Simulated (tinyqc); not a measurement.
## Scale length and length offset from two DIBL values

Problem. DIBL = exp(-Le/(2 l)) + 2 exp(-Le/l) with Le = L - dL. Find l, dL and the drawn length for a DIBL of 100 mV/V.

DIBL at drawn lengths 62 and 110 nm (mV/V): [133.52653, 17.886681]

Solution. With e = exp(-Le/(2 l)), 2 e^2 + e = DIBL gives e and so Le/l at each length; Le/l is a straight line in L with slope 1/l.

l = 13.0 nm
dL = 4.50 nm
length for 100 mV/V = 68.5 nm

Numbers from tinyqc (`OMP_NUM_THREADS=1 python tinyqc.py 2002078 2002079 out.jsonl`; about 0.01 s on one thread of a shared Intel Xeon 2.30GHz).
